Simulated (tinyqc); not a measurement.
Elastic strain and critical thickness of a cubic alloy layer A(1-x)B(x) on a thick substrate. From peak separation of the coherent layer back to fraction x of B. Computed by tinyqc, a small Python program. Command: `OMP_NUM_THREADS=1 python tinyqc.py 3014412 3014413 out.jsonl misfit inv`. One thread of a shared host (Intel(R) Xeon(R) Processor @ 2.30GHz), about 0.02 s of CPU time with the checks.

Strain is positive in tension. The layer is coherent with the substrate unless said otherwise.

Inputs (values chosen for the exercise, modelled on Si(1-x)Ge(x) on Si): lattice constant a_A = 5.431 angstrom; lattice constant a_B = 5.658 angstrom; substrate lattice constant a_S = 5.431 angstrom; layer thickness h = 21 nm; X-ray wavelength = 1.540593 angstrom.

Growth plane: (001).

C11, C12, C44 of A (GPa): [166.4, 64.19, 79.8]

C11, C12, C44 of B (GPa): [130.2, 48.57, 66.54]

Method:
- a = (1 - x) a_A + x a_B, the same rule for each C_ij; misfit f = (a_S - a)/a, the in-plane strain of the coherent layer.
- (001): D = 2 C12/C11, M = C11 + C12 - 2 C12^2/C11. The free surface carries no normal stress, so e_perp = -D f; dV/V = 2 f + e_perp; stress = M f; energy per area = M f^2 h (1 GPa nm = 1 J/m^2).
- Reflection 004: d = a_perp/sqrt(16), with a_perp = a (1 + e_perp) for the coherent layer, a for the relaxed layer and a_S for the substrate; sin(theta) = lambda/(2 d).

Task: A run gave the result below. Find the fraction x of B, known to lie between 0.083 and 0.22.

peak separation of the coherent layer = -1368.202 arcsec

Result:

Each step takes the trial c = (a f_b - b f_a)/(f_b - f_a), f being the result less the target and a, b, c the logarithms of the listed values; c replaces end b, the old b replaces a if the sign of f changed, and otherwise f_a is halved.

Scan of the range:
```
fraction x of B  peak separation of the coherent layer (arcsec)
0.0830                                                  -865.92
0.0976                                                 -1016.72
0.1150                                                 -1195.85
0.1350                                                 -1400.96
0.1590                                                 -1645.99
0.1870                                                 -1930.35
0.2200                                                 -2263.40
```

False position (Illinois rule, in the logarithm of the input) inside the bracket:
```
step     end a     end b     trial  peak separation of the coherent layer (arcsec)
1     0.115000  0.135000  0.131586                                        -1366.01
2     0.135000  0.131586  0.131798                                        -1368.18
3     0.135000  0.131798  0.131802                                        -1368.23
4     0.131798  0.131802  0.131800                                        -1368.20
```

Peak separation of the coherent layer falls at every point of a 13-point scan of the range (every second point is shown), so one value fits; it is bracketed by 0.115 and 0.135. Answer: fraction x of B = 0.1318.
